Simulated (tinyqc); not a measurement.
Ballistic Schottky-barrier transistor with a two-dimensional channel, WKB contacts: one step of the calculation.

Source Fermi level 0, drain Fermi level -Vd. Far from the contacts Ec = pn - psi, and the gate moves psi one to one; the band edges relax as exp(-x/lam) from pn at the source and pn - Vd at the drain; Ev = Ec - Eg. A carrier of energy w inside the channel band meets at a contact a barrier of height D (the contact edge beyond the channel edge): T = 1 for w >= D, else exp(-S), S = 4 lam sqrt(m/C) [sqrt(D - w) - sqrt(w) arctan sqrt((D - w)/w)], C = hbar^2/(2 m0). The two contacts combine as Ts Td/(Ts + Td - Ts Td).

Problem. Current of the holes on a coarse grid. I/W = g (2 q^2/h) int T(w) [N(Es + w) - N(Ed + w)] dw with w the energy of motion along the channel, N(y) = (1/2 pi) sqrt(pi m kB T/C) Fm(-y/kB T), Fm(x) = (1/sqrt(pi)) int_0^infinity u^(-1/2)/(1 + exp(u - x)) du. Electrons: Ds = psi, Dd = psi - Vd, Es = Ec, Ed = Ec + Vd. Holes: Ds = -psi, Dd = Vd - psi, Es = -Ev, Ed = -Ev - Vd. The size of each current is taken; both flow from drain to source and add. Simpson's rule on nE equally spaced w from 0 to wm.

Parameters, values chosen for the exercise; channel values close to those of a black phosphorus layer: temperature T = 250 K; band gap Eg = 0.588 eV; barrier for electrons at both contacts pn = 0.42 eV; hole mass mp = 0.15 m0; valleys or subbands g = 1; screening length at the contacts lam = 4.1 nm; drain bias Vd = 0.5 V; band shift psi of the channel by the gate ps = 0.43 V; upper end of the grid wm = 0.22 eV; points of the grid nE = 13.

Constants: q = 1.602176634e-19 C, kB = 1.380649e-23 J/K, hbar = 1.054571817e-34 J s, h = 6.62607015e-34 J s, m0 = 9.1093837015e-31 kg, Vt = kB T/q, hbar^2/(2 m0) = 0.0380998212 eV nm^2. Results are converted to the units shown.

Give: w; Ts; Td; T; size of the supply difference; current.

Solution.

| point | w (eV) | Ts | Td | T | size of the supply difference (1/um) |
|---|---|---|---|---|---|
| 0 | 0.00000 | 1.0000 | 1.8237e-4 | 1.8237e-4 | 0.86260 |
| 1 | 0.01833 | 1.0000 | 0.058267 | 0.058267 | 0.36989 |
| 2 | 0.03667 | 1.0000 | 0.30251 | 0.30251 | 0.15823 |
| 3 | 0.05500 | 1.0000 | 0.73157 | 0.73157 | 0.067614 |
| 4 | 0.07333 | 1.0000 | 1.0000 | 1.0000 | 0.028880 |
| 5 | 0.09167 | 1.0000 | 1.0000 | 1.0000 | 0.012333 |
| 6 | 0.11000 | 1.0000 | 1.0000 | 1.0000 | 0.0052665 |
| 7 | 0.12833 | 1.0000 | 1.0000 | 1.0000 | 0.0022488 |
| 8 | 0.14667 | 1.0000 | 1.0000 | 1.0000 | 9.6022e-4 |
| 9 | 0.16500 | 1.0000 | 1.0000 | 1.0000 | 4.1000e-4 |
| 10 | 0.18333 | 1.0000 | 1.0000 | 1.0000 | 1.7507e-4 |
| 11 | 0.20167 | 1.0000 | 1.0000 | 1.0000 | 7.4752e-5 |
| 12 | 0.22000 | 1.0000 | 1.0000 | 1.0000 | 3.1918e-5 |

current = 0.24187 uA/um

Range of the model: No scattering, image-force lowering, channel charge or band-to-band tunnelling; parabolic kappa overstates S deep in the gap.

Computed by the program tinyqc: `OMP_NUM_THREADS=1 python tinyqc.py 2390043 2390044 out.jsonl`, one thread of a shared Intel Xeon 2.30GHz, about 0.3 s for the whole run.
